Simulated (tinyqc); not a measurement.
Worked calculation: UHF in the 3-21g basis, for H2+, spin multiplicity 2. Computed by tinyqc, a small Python program that keeps every step (integrals from PySCF). Settings: charge = 1, multiplicity = 2, basis = 3-21g, energy threshold = 1e-08, iteration cap = 60, orthogonalisation = symmetric, start = core, DIIS depth = 0, method = UHF. Command: `OMP_NUM_THREADS=1 python tinyqc.py 27614 27615 out.jsonl` (the two numbers bound the seeds that draw the settings). One thread of a shared host (Intel(R) Xeon(R) Processor @ 2.60GHz), about 0.02 s of CPU time with the checks. Later iterations appear only in the table of the cycle.

## One-electron integrals

Geometry (angstrom):
```
atom         x         y         z
H     0.000000  0.000000  0.000000
H     0.000000  0.000000  1.173000
```

Basis 3-21g: exponents (1/bohr^2) and contraction coefficients of normalised primitives:
```
element  l (shell)  exponent  coefficient
H            s (1)  5.447178     0.156285
H            s (1)  0.824547     0.904691
H            s (2)  0.183192     1.000000
```

Overlap, kinetic and nuclear-attraction integrals over the contracted functions; the nuclear repulsion is the sum of Za Zb / Rab.

nuclear repulsion = 0.45113147 hartree

overlap S:
```
          1H 1s     1H 2s     2H 1s     2H 2s
1H 1s  1.000000  0.645899  0.112611  0.307262
1H 2s  0.645899  1.000000  0.307262  0.637590
2H 1s  0.112611  0.307262  1.000000  0.645899
2H 2s  0.307262  0.637590  0.645899  1.000000
```

kinetic energy T (hartree):
```
           1H 1s     1H 2s      2H 1s     2H 2s
1H 1s   1.549405  0.293152  -0.060261  0.070247
1H 2s   0.293152  0.274788   0.070247  0.122634
2H 1s  -0.060261  0.070247   1.549405  0.293152
2H 2s   0.070247  0.122634   0.293152  0.274788
```

nuclear attraction V (hartree):
```
           1H 1s      1H 2s      2H 1s      2H 2s
1H 1s  -2.172028  -1.073592  -0.199780  -0.518391
1H 2s  -1.073592  -1.108077  -0.518391  -0.756198
2H 1s  -0.199780  -0.518391  -2.172028  -1.073592
2H 2s  -0.518391  -0.756198  -1.073592  -1.108077
```

core Hamiltonian H = T + V (hartree):
```
           1H 1s      1H 2s      2H 1s      2H 2s
1H 1s  -0.622624  -0.780440  -0.260041  -0.448144
1H 2s  -0.780440  -0.833289  -0.448144  -0.633563
2H 1s  -0.260041  -0.448144  -0.622624  -0.780440
2H 2s  -0.448144  -0.633563  -0.780440  -0.833289
```

## Two-electron integrals

Functions are numbered as in S; the eight-fold symmetry (ij|kl) = (ji|kl) = (kl|ij) leaves the list below.

Two-electron integrals (ij|kl) in chemists' order, unique and non-zero (hartree):
```
(11|11) 1.140145   (21|11) 0.611403   (21|21) 0.345152   (22|11) 0.626370
(22|21) 0.380329   (22|22) 0.482957   (31|11) 0.088170   (31|21) 0.052200
(31|22) 0.061947   (31|31) 0.012970   (32|11) 0.162122   (32|21) 0.101742
(32|22) 0.138036   (32|31) 0.028113   (32|32) 0.077537   (33|11) 0.449753
(33|21) 0.288232   (33|22) 0.414044   (33|31) 0.088170   (33|32) 0.280294
(33|33) 1.140145   (41|11) 0.280294   (41|21) 0.159560   (41|22) 0.178313
(41|31) 0.028113   (41|32) 0.056115   (41|33) 0.162122   (41|41) 0.077537
(42|11) 0.354132   (42|21) 0.217917   (42|22) 0.286310   (42|31) 0.044354
(42|32) 0.109933   (42|33) 0.354132   (42|41) 0.109933   (42|42) 0.196332
(43|11) 0.288232   (43|21) 0.183720   (43|22) 0.261600   (43|31) 0.052200
(43|32) 0.159560   (43|33) 0.611403   (43|41) 0.101742   (43|42) 0.217917
(43|43) 0.345152   (44|11) 0.414044   (44|21) 0.261600   (44|22) 0.370071
(44|31) 0.061947   (44|32) 0.178313   (44|33) 0.626370   (44|41) 0.138036
(44|42) 0.286310   (44|43) 0.380329   (44|44) 0.482957
```

## Orthogonalisation

S = U s U^T; symmetric (Loewdin) form X = U s^(-1/2) U^T, so that X^T S X = 1.

eigenvalues of S: 0.196442  0.386456  1.053357  2.363744

X:
```
           1H 1s      1H 2s      2H 1s      2H 2s
1H 1s   1.239669  -0.484235   0.017049   0.022341
1H 2s  -0.484235   1.505133   0.022341  -0.502816
2H 1s   0.017049   0.022341   1.239669  -0.484235
2H 2s   0.022341  -0.502816  -0.484235   1.505133
```

## Starting guess

The start is the orbitals of the core Hamiltonian; D(s) = C_occ C_occ^T for each spin.

D(alpha) at the start:
```
          1H 1s     1H 2s     2H 1s     2H 2s
1H 1s  0.097370  0.106114  0.097370  0.106114
1H 2s  0.106114  0.115644  0.106114  0.115644
2H 1s  0.097370  0.106114  0.097370  0.106114
2H 2s  0.106114  0.115644  0.106114  0.115644
```

D(beta) at the start:
```
          1H 1s     1H 2s     2H 1s     2H 2s
1H 1s  0.000000  0.000000  0.000000  0.000000
1H 2s  0.000000  0.000000  0.000000  0.000000
2H 1s  0.000000  0.000000  0.000000  0.000000
2H 2s  0.000000  0.000000  0.000000  0.000000
```

## Iteration 1: building the Fock matrix

J_ij = sum D_kl (ij|kl) with D = D(alpha) + D(beta), K_ij = sum D_kl (ik|jl) for each spin; F = H + J - K(s); E = tr D H + tr D J / 2 - 0.5 sum_s tr D(s) K(s) + E_nn.

Coulomb J (hartree):
```
          1H 1s     1H 2s     2H 1s     2H 2s
1H 1s  0.659024  0.390097  0.078371  0.194383
1H 2s  0.390097  0.481610  0.194383  0.328388
2H 1s  0.078371  0.194383  0.659024  0.390097
2H 2s  0.194383  0.328388  0.390097  0.481610
```

exchange K(alpha) (hartree):
```
          1H 1s     1H 2s     2H 1s     2H 2s
1H 1s  0.421522  0.371289  0.226115  0.295552
1H 2s  0.371289  0.385337  0.295552  0.349088
2H 1s  0.226115  0.295552  0.421522  0.371289
2H 2s  0.295552  0.349088  0.371289  0.385337
```

exchange K(beta) (hartree):
```
          1H 1s     1H 2s     2H 1s     2H 2s
1H 1s  0.000000  0.000000  0.000000  0.000000
1H 2s  0.000000  0.000000  0.000000  0.000000
2H 1s  0.000000  0.000000  0.000000  0.000000
2H 2s  0.000000  0.000000  0.000000  0.000000
```

F(alpha) (hartree):
```
           1H 1s      1H 2s      2H 1s      2H 2s
1H 1s  -0.385122  -0.761632  -0.407785  -0.549313
1H 2s  -0.761632  -0.737016  -0.549313  -0.654263
2H 1s  -0.407785  -0.549313  -0.385122  -0.761632
2H 2s  -0.549313  -0.654263  -0.761632  -0.737016
```

F(beta) (hartree):
```
           1H 1s      1H 2s      2H 1s      2H 2s
1H 1s   0.036400  -0.390343  -0.181670  -0.253761
1H 2s  -0.390343  -0.351679  -0.253761  -0.305175
2H 1s  -0.181670  -0.253761   0.036400  -0.390343
2H 2s  -0.253761  -0.305175  -0.390343  -0.351679
```

total energy of this density = -0.58150451 hartree

## Iteration 1: diagonalisation and new density

Diagonalise F' = X^T F X, C = X C', fill 1 alpha and 0 beta electrons from the bottom; D(s) = C_occ C_occ^T. Each column has its largest component positive (the first on a tie).

F' = X^T F X (alpha) (hartree):
```
           1          2          3          4
1   0.124237  -0.666099  -0.151401  -0.160520
2  -0.666099  -0.124479  -0.160520  -0.228577
3  -0.151401  -0.160520   0.124237  -0.666099
4  -0.160520  -0.228577  -0.666099  -0.124479
```

orbital energies (alpha) (hartree): MO1 -1.032636, MO2 -0.322935, MO3 0.652416, MO4 0.702672

coefficients C (alpha):
```
            MO1        MO2        MO3        MO4
1H 1s  0.312041   0.284198   0.893853  -0.891594
1H 2s  0.340065   0.853554  -0.702388   1.189826
2H 1s  0.312041  -0.284198   0.893853   0.891594
2H 2s  0.340065  -0.853554  -0.702388  -1.189826
```

F' = X^T F X (beta) (hartree):
```
           1          2          3          4
1   0.430710  -0.509218  -0.052510  -0.051107
2  -0.509218   0.025911  -0.051107  -0.120410
3  -0.052510  -0.051107   0.430710  -0.509218
4  -0.051107  -0.120410  -0.509218   0.025911
```

orbital energies (beta) (hartree): MO1 -0.466283, MO2 -0.173329, MO3 0.749983, MO4 0.802870

coefficients C (beta):
```
            MO1        MO2        MO3        MO4
1H 1s  0.219157   0.200942   0.921039  -0.913964
1H 2s  0.409995   0.959427  -0.664001   1.106228
2H 1s  0.219157  -0.200942   0.921039   0.913964
2H 2s  0.409995  -0.959427  -0.664001  -1.106228
```

D(alpha) after iteration 1:
```
          1H 1s     1H 2s     2H 1s     2H 2s
1H 1s  0.097370  0.106114  0.097370  0.106114
1H 2s  0.106114  0.115644  0.106114  0.115644
2H 1s  0.097370  0.106114  0.097370  0.106114
2H 2s  0.106114  0.115644  0.106114  0.115644
```

D(beta) after iteration 1:
```
          1H 1s     1H 2s     2H 1s     2H 2s
1H 1s  0.000000  0.000000  0.000000  0.000000
1H 2s  0.000000  0.000000  0.000000  0.000000
2H 1s  0.000000  0.000000  0.000000  0.000000
2H 2s  0.000000  0.000000  0.000000  0.000000
```

## Iteration 2: building the Fock matrix

As before.

Coulomb J (hartree):
```
          1H 1s     1H 2s     2H 1s     2H 2s
1H 1s  0.659024  0.390097  0.078371  0.194383
1H 2s  0.390097  0.481610  0.194383  0.328388
2H 1s  0.078371  0.194383  0.659024  0.390097
2H 2s  0.194383  0.328388  0.390097  0.481610
```

exchange K(alpha) (hartree):
```
          1H 1s     1H 2s     2H 1s     2H 2s
1H 1s  0.421522  0.371289  0.226115  0.295552
1H 2s  0.371289  0.385337  0.295552  0.349088
2H 1s  0.226115  0.295552  0.421522  0.371289
2H 2s  0.295552  0.349088  0.371289  0.385337
```

exchange K(beta) (hartree):
```
          1H 1s     1H 2s     2H 1s     2H 2s
1H 1s  0.000000  0.000000  0.000000  0.000000
1H 2s  0.000000  0.000000  0.000000  0.000000
2H 1s  0.000000  0.000000  0.000000  0.000000
2H 2s  0.000000  0.000000  0.000000  0.000000
```

F(alpha) (hartree):
```
           1H 1s      1H 2s      2H 1s      2H 2s
1H 1s  -0.385122  -0.761632  -0.407785  -0.549313
1H 2s  -0.761632  -0.737016  -0.549313  -0.654263
2H 1s  -0.407785  -0.549313  -0.385122  -0.761632
2H 2s  -0.549313  -0.654263  -0.761632  -0.737016
```

F(beta) (hartree):
```
           1H 1s      1H 2s      2H 1s      2H 2s
1H 1s   0.036400  -0.390343  -0.181670  -0.253761
1H 2s  -0.390343  -0.351679  -0.253761  -0.305175
2H 1s  -0.181670  -0.253761   0.036400  -0.390343
2H 2s  -0.253761  -0.305175  -0.390343  -0.351679
```

total energy of this density = -0.58150451 hartree

## Iteration 2 (converged): orbitals

As before.

F' = X^T F X (alpha) (hartree):
```
           1          2          3          4
1   0.124237  -0.666099  -0.151401  -0.160520
2  -0.666099  -0.124479  -0.160520  -0.228577
3  -0.151401  -0.160520   0.124237  -0.666099
4  -0.160520  -0.228577  -0.666099  -0.124479
```

orbital energies (alpha) (hartree): MO1 -1.032636, MO2 -0.322935, MO3 0.652416, MO4 0.702672

coefficients C (alpha):
```
            MO1        MO2        MO3        MO4
1H 1s  0.312041   0.284198   0.893853  -0.891594
1H 2s  0.340065   0.853554  -0.702388   1.189826
2H 1s  0.312041  -0.284198   0.893853   0.891594
2H 2s  0.340065  -0.853554  -0.702388  -1.189826
```

F' = X^T F X (beta) (hartree):
```
           1          2          3          4
1   0.430710  -0.509218  -0.052510  -0.051107
2  -0.509218   0.025911  -0.051107  -0.120410
3  -0.052510  -0.051107   0.430710  -0.509218
4  -0.051107  -0.120410  -0.509218   0.025911
```

orbital energies (beta) (hartree): MO1 -0.466283, MO2 -0.173329, MO3 0.749983, MO4 0.802870

coefficients C (beta):
```
            MO1        MO2        MO3        MO4
1H 1s  0.219157   0.200942   0.921039  -0.913964
1H 2s  0.409995   0.959427  -0.664001   1.106228
2H 1s  0.219157  -0.200942   0.921039   0.913964
2H 2s  0.409995  -0.959427  -0.664001  -1.106228
```

D(alpha) after iteration 2:
```
          1H 1s     1H 2s     2H 1s     2H 2s
1H 1s  0.097370  0.106114  0.097370  0.106114
1H 2s  0.106114  0.115644  0.106114  0.115644
2H 1s  0.097370  0.106114  0.097370  0.106114
2H 2s  0.106114  0.115644  0.106114  0.115644
```

D(beta) after iteration 2:
```
          1H 1s     1H 2s     2H 1s     2H 2s
1H 1s  0.000000  0.000000  0.000000  0.000000
1H 2s  0.000000  0.000000  0.000000  0.000000
2H 1s  0.000000  0.000000  0.000000  0.000000
2H 2s  0.000000  0.000000  0.000000  0.000000
```

## Convergence

Stop when the energy changes by less than 1e-08 hartree and every element of the error matrix X^T (F D S - S D F) X (for each spin) is below 3e-05.

Course of the cycle:
```
iteration  E (hartree)    change  largest element of the error matrix
1          -0.58150451         -                             3.36e-16
2          -0.58150451  0.000000                             2.12e-16
```

PySCF UHF in the same basis, after a stability check = -0.58150451 hartree

Converged in 2 iterations.

## Populations, bond orders and dipole

Mulliken: Z minus the diagonal of D S on the atom; Loewdin: the same with S^(1/2) D S^(1/2); Mayer order: 2 sum_s sum (D(s) S)_ij (D(s) S)_ji over the two atoms.

Charges (e):
```
atom  Mulliken   Loewdin  Mulliken spin
1H    0.500000  0.500000       0.500000
2H    0.500000  0.500000       0.500000
```

Mayer bond orders:
```
pair     order
2-1   0.500000
```

dipole moment about the origin, x y z (debye): 0.000000  0.000000  2.817080

<S^2> of the determinant (pure state: 0.75) = 0.750000
